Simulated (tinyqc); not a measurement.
Lattice sites along [110]: pair of shallow donors (hydrogen-like orbitals).

Each donor has the orbital exp(-r/a); energy unit Ha* = q/(eps a), q = e^2/(4 pi eps0), so that a lone donor is bound by Ha*/2; x = R/a. One electron: S = (1 + x + x^2/3) exp(-x), j = 1/x - (1 + 1/x) exp(-2x), k = (1 + x) exp(-x); levels E(+/-) = -1/2 - (j +/- k)/(1 +/- S) in Ha*, without the repulsion of the ions, split by D = |E(-) - E(+)|. In six valleys the overlaps S and k are multiplied by v = [cos(K Rx) + cos(K Ry) + cos(K Rz)]/3, K = k0 (2 pi/a_lat), for isotropic envelopes and the symmetric valley state.

Two electrons, Heitler-London: with S' = (1 - x + x^2/3) exp(x), C = 1/x - exp(-2x)(1/x + 11/8 + 3x/4 + x^2/6), X = (1/5){exp(-2x)(25/8 - 23x/4 - 3x^2 - x^3/3) + (6/x)[S^2 (0.5772157 + ln x) + S'^2 Ei(-4x) - 2 S S' Ei(-2x)]}, Q = C - 2j + 1/x and A = X - 2 S k + S^2/x, the singlet and triplet lie at (Q +/- w A)/(1 +/- w S^2) from two lone donors, with the valley weight w = v^2; the exchange is J = triplet - singlet.

Constants: e^2/(4 pi eps0) = 14.39964547 eV angstrom.

Inputs chosen for the exercise (near those of two donors in Si; shifted at random, so the results belong to these values and not to a real crystal): a = 18.3 angstrom (orbital radius); eps = 11.7 (dielectric constant); a_lat = 5.431 angstrom (lattice constant); k0 = 0.854 2 pi/a_lat (valley position); sites = ((10.5, 10.5, 0), (11, 11, 0), (11.5, 11.5, 0), (12, 12, 0), (12.5, 12.5, 0), (13, 13, 0), (13.5, 13.5, 0), (14, 14, 0), (14.5, 14.5, 0), (15, 15, 0)) a_lat (positions of the second donor).

D and J for each site, and for v = 1.

Cases:

| site |
|---|
| (10.5, 10.5, 0) |
| (11, 11, 0) |
| (11.5, 11.5, 0) |
| (12, 12, 0) |
| (12.5, 12.5, 0) |
| (13, 13, 0) |
| (13.5, 13.5, 0) |
| (14, 14, 0) |
| (14.5, 14.5, 0) |
| (15, 15, 0) |

Rank the cases by J (micro-eV), lowest first.

Answer: (12.5, 12.5, 0), (14.5, 14.5, 0), (13.5, 13.5, 0), (15, 15, 0), (11, 11, 0), (12, 12, 0), (14, 14, 0), (13, 13, 0), (11.5, 11.5, 0), (10.5, 10.5, 0).

Results:

| site | R (angstrom) | v | D (meV) | J (micro-eV) | J for v = 1 |
|---|---|---|---|---|---|
| (10.5, 10.5, 0) | 80.6 | 0.986 | 4.48 | 720 | 741 |
| (11, 11, 0) | 84.5 | -0.191 | 0.727 | 19.7 | 540 |
| (11.5, 11.5, 0) | 88.3 | 0.621 | 2.03 | 151 | 391 |
| (12, 12, 0) | 92.2 | 0.342 | 0.945 | 33.0 | 283 |
| (12.5, 12.5, 0) | 96.0 | 0.031 | 0.0719 | 0.191 | 203 |
| (13, 13, 0) | 99.8 | 0.868 | 1.73 | 110 | 146 |
| (13.5, 13.5, 0) | 103.7 | -0.322 | 0.541 | 10.8 | 104 |
| (14, 14, 0) | 107.5 | 0.975 | 1.38 | 70.5 | 74.2 |
| (14.5, 14.5, 0) | 111.4 | -0.161 | 0.192 | 1.37 | 52.7 |
| (15, 15, 0) | 115.2 | 0.579 | 0.580 | 12.5 | 37.3 |

Over these sites the envelope alone changes J by a factor 19.8, and the valley factor v^2 by 1.03e+03; J runs from 0.191 at (12.5, 12.5, 0) to 720 micro-eV at (10.5, 10.5, 0). Along [110] only two valleys keep their phase, so v = (1 + 2 cos)/3 can pass through zero. J does not fall steadily with distance.

(tinyqc, `OMP_NUM_THREADS=1 python tinyqc.py 1251078 1251079 out.jsonl`, Intel(R) Xeon(R) Processor @ 2.30GHz, 1 thread, shared host, about 0.01 s.)
